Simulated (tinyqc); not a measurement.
Electron mobility of a polar semiconductor by Rode's iterative solution of the Boltzmann equation: one step, computed by the program tinyqc. Command: `OMP_NUM_THREADS=1 python tinyqc.py 3017110 3017111 out.jsonl rode walk`. One thread of a shared host (Intel(R) Xeon(R) Processor @ 2.30GHz), about 0.01 s of CPU time with the checks.

The distribution is f(E) + e F l(E) (-df/dE) cos(theta) for a weak field F, theta counted from the force; l(E) is a mean free path. Elastic processes enter by their momentum rate, polar optical phonons by out- and in-scattering terms. One valley only: where upper valleys lie close, measured mobilities are lower. The density n is prescribed, even where a narrow-gap material would have more intrinsic carriers.

Question. The first two iterations on one ladder of the grid. Iteration: l_new(E) = [v(E) + c+ l(E + hbar w) + c- l(E - hbar w)]/(nu + S_o), from l = 0.

Inputs (values chosen for the exercise, modelled on GaSb): temperature T = 150 K.

Band: Kane. Elastic processes: acoustic, impurity.

Points j = s/2, s/2 + s, ... (the first seven rungs, or as many as the grid holds), rates in 1e12/s:
```
E (meV)   v (m/s)        nu       S_o         c+        c-
16.875   375373.4  3.312012  0.392013  0.1585303  0.000000
46.875   595366.5  1.245612  1.072511  0.1310521  0.336042
76.875   728197.1  0.789352  1.782425  0.1322417  0.847613
106.875  822637.8  0.610077  1.955138  0.1357604  1.045896
136.875  894445.9  0.525977  2.001220  0.1384550  1.136139
166.875  951215.3  0.485730  2.023664  0.1405403  1.193005
196.875  997294.9  0.469514  2.039791  0.1422843  1.234986
```

Give: l after iteration 1; l after iteration 2 (all rungs but the last shown).

Answer.

l after iteration 1 (nm): 101.3  256.8  283.1  320.7  353.9  379.1  397.4

l after iteration 2 (all rungs but the last shown) (nm): 112.3  287.5  384.3  454.9  518.9  569.6

In-scattering lengthens l on the lowest rung by 10.8 % and on the second by 12.0 % in this step. Caution: the gas is degenerate, and screening of the polar coupling, left out here, would raise the mobility.
